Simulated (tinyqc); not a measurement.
What each parameter does: donor near an oxide interface in a gate field (two-state model).

Interface at z = 0 (hard wall), donor at z = d, field F pulling electrons to the interface: potential e F z; 1 kV/cm = 1e-5 eV/angstrom, c = hbar^2/2m0, q = e^2/(4 pi eps0), Q = (eps - eo)/(eps + eo). Donor state: E_D = e F d - ED - q Q/(4 eps d), the last term joining the images of ion and electron. Interface state: z exp(-b z/2) exp(-rho^2/(2 L^2)) with E_z = c b^2/(4 mz) + 3 e F/b + q Q b/(8 eps), minimised over b; in the plane at z = 3/b the ion (distance D = d - 3/b) and its image (D' = d + 3/b) give E_rho = c/(mt L^2) - (q/eps)(sqrt(pi)/L)[erfcx(D/L) + Q erfcx(D'/L)], erfcx(x) = exp(x^2) erfc(x), minimised over L. E_I = E_z + E_rho.

The two states couple by t = t0 exp(-D/aD) with t0 = q/(eps aD) (2 aD/L) sqrt(aD b/2) v, v a valley factor; this form is an estimate. With detuning u = E_D - E_I the splitting is sqrt(u^2 + 4 t^2) and the lower state has weight (1 - u/sqrt(u^2 + 4 t^2))/2 on the donor.

Constants: hbar^2/2m0 = 3.80998211 eV angstrom^2; e^2/(4 pi eps0) = 14.39964547 eV angstrom.

Values chosen for the exercise (near those of a donor in Si below HfO2, static dielectric constants; shifted at random, so the results belong to these values and not to a real crystal):
- d = 150 angstrom (depth of the donor)
- ED = 31.9 meV (bulk binding energy)
- mz = 0.914 m0 (mass across the interface)
- mt = 0.189 m0 (mass in the plane)
- eps = 11.3 (dielectric constant of the semiconductor)
- eo = 22 (dielectric constant of the oxide)
- aD = 15.7 angstrom (donor radius)
- v = 0.38 (valley factor)

Critical field (E_D = E_I), and t and L there. Each row changes one parameter from the base and keeps the others.

Results:
```
case                critical field (kV/cm)  t (meV)  L (angstrom)
base                                  25.5  0.00482         120.7
d = 140 angstrom                      27.6  0.00921         114.6
ED = 37.9 meV                         30.9  0.00430         122.4
aD = 17.3 angstrom                    25.5  0.00984         120.7
mz = 0.777 m0                         26.4  0.00546         118.9
mt = 0.217 m0                         25.4  0.00512         114.0
eo = 33                               24.2  0.00415         127.2
eps = 12                              26.3  0.00453         122.8
```

The largest shifts from the base row, up to three for each result and ties (the steps differ in size, so this ranks the rows, not the parameters). critical field (kV/cm): ED +5.4, d +2.1, eo -1.3; unchanged at the printed digits by aD. t (meV): aD +0.00502, d +0.00439, eo -0.000673. L (angstrom): mt -6.7, eo +6.5, d -6.1; unchanged at the printed digits by aD.

(tinyqc, `OMP_NUM_THREADS=1 python tinyqc.py 1251921 1251922 out.jsonl`, Intel(R) Xeon(R) Processor @ 2.30GHz, 1 thread, shared host, about 0.05 s.)
